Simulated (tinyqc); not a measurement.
# Worked calculation: FinFET, parasitic resistance, capacitance and delay

tinyqc, about 0.02 s, one thread, Intel Xeon 2.30GHz (shared host): `OMP_NUM_THREADS=1 python tinyqc.py 2170020 2170021 out.jsonl` Printed values are rounded.

Nf fins under one contact; each has gated perimeter p = 2 Hf + Wf and cross-section A = Hf Wf; contact width Wc = Nf pf, stack height Hs = Hf. Contact length Lc = CPP - Lg - 2 Lsp, shared by two neighbouring gates. Source and drain sides are equal. The formulas are first-order estimates, not field solutions.

Parameters, values chosen for the exercise; values close to those of silicon logic devices:
```
symbol,value,unit,meaning
T,300,K,temperature
Nf,1,,number of fins
Hf,50,nm,fin height
Wf,7,nm,fin width
pf,42,nm,fin pitch
CPP,42,nm,contacted gate pitch
Lg,20,nm,gate length
Lsp,7,nm,spacer length
ks,3.3,,relative permittivity of the spacer
Hc,30,nm,gate height above the channel stack
rc,1.7e-9,ohm cm^2,contact resistivity
re,0.00044,ohm cm,resistivity of the source-drain epitaxy
te,25,nm,current-carrying depth of the epitaxy
rx,0.00044,ohm cm,resistivity of the extension
Lov,1.5,nm,gate overlap
Cinv,2.9,uF/cm^2,inversion capacitance
vx,1.3e7,cm/s,injection velocity
mu,150,cm^2/(V s),apparent mobility
VT,0.21,V,threshold at zero drain voltage
dl,0.035,V/V,barrier lowering
n,1.09,,subthreshold factor
Cw,0.18,fF,wire load
Vdd,0.75,V,supply voltage
```

Constants: q = 1.602176634e-19 C, kB = 1.380649e-23 J/K, eps0 = 8.8541878128e-12 F/m, Vt = kB T/q. Results are converted to the units shown.

## Geometry and resistances

Epitaxy sheet resistance Rsh = re/te, transfer length LT = sqrt(rc/Rsh), contact Rc = [sqrt(rc Rsh)/Wc] coth(Lc/(2 LT)); extension of one fin Rx = rx Lsp/A. Effective width N p; for equal currents one side has Rc + Rx/N.

Lc = 8 nm
effective width = 107 nm
Rsh = 176 ohm
LT = 31.0791 nm
Rc = 1017.49 ohm
Rx = 88 ohm
one side times effective width = 118.287 ohm um

Lc/2 is 0.13 transfer lengths, and Rc is 0.55 % above the area limit rc/(Wc Lc/2). The contact makes up 92.0 % of one side.

## Capacitances

With N fins: gate Cg = Cinv p N Lg; per side, plate Cp = ks eps0 [Wc (Hs + Hc) - N A]/Lsp, top fringe Cf = (2/pi) ks eps0 Wc ln(1 + Lg/(2 Lsp)), overlap Co = Cinv p N Lov. Cs = Cp + Cf + Co. An inverter of two such devices driving an equal one has the load CL = 2 (Cg + 2 Cs) + 4 Cs + Cw (its own drains counted twice for the Miller effect).

Cg = 62.06 aF
Cp = 12.5641 aF
Cf = 0.693209 aF
Co = 4.65450 aF
CL = 447.414 aF

The channel capacitance gives 27.7 % of CL, the parasitic parts 32.0 % and the wire 40.2 %.

## Iteration 1: fin currents at Vgs = Vdd, Vds = Vdd/2

I at the start (uA): fin 1 0

One fin: I = p Q vx u/(1 + |u|^1.8)^(1/1.8), Q = Cinv n Vt ln(1 + exp((Vg' - VT + dl Vd')/(n Vt))), u = Vd' mu/(vx Lg), Vg' = Vgs - v, Vd' = Vds - 2 v, with the drop on each side v = Rc (sum of I) + Rx I. I(new) = I(out).

drop v (mV): fin 1 0
I(out) (uA): fin 1 197.171
I after iteration 1 (uA): fin 1 197.171

## Iteration 2: fin currents at Vgs = Vdd, Vds = Vdd/2

As before.

drop v (mV): fin 1 217.970
I(out) (uA): fin 1 -41.9318
I after iteration 2 (uA): fin 1 -41.9318

## Course of the iteration: fin currents at Vgs = Vdd, Vds = Vdd/2

Stop when the largest change of I is below 1e-6 uA, or after 20 iterations.

Course of the iteration:
```
iteration,total I (uA),largest |change| of one entry (uA)
1,197.171,197
2,-41.9318,239
3,223.089,265
4,-63.4852,287
5,235.550,299
6,-68.6351,304
7,238.465,307
8,-69.4579,308
9,238.928,308
...,...,...
12,-69.5938,309
13,239.005,309
14,-69.5962,309
15,239.006,309
16,-69.5965,309
17,239.006,309
18,-69.5965,309
19,239.006,309
20,-69.5966,309
```

Not converged within 20 iterations. The total swings between -69.60 and 239.0 for good. The largest eigenvalue of dI(out)/dI at the solution has size 1.26: above one, so substitution cannot converge. A rerun with the update damped to 0.5 converges in 10 iterations.
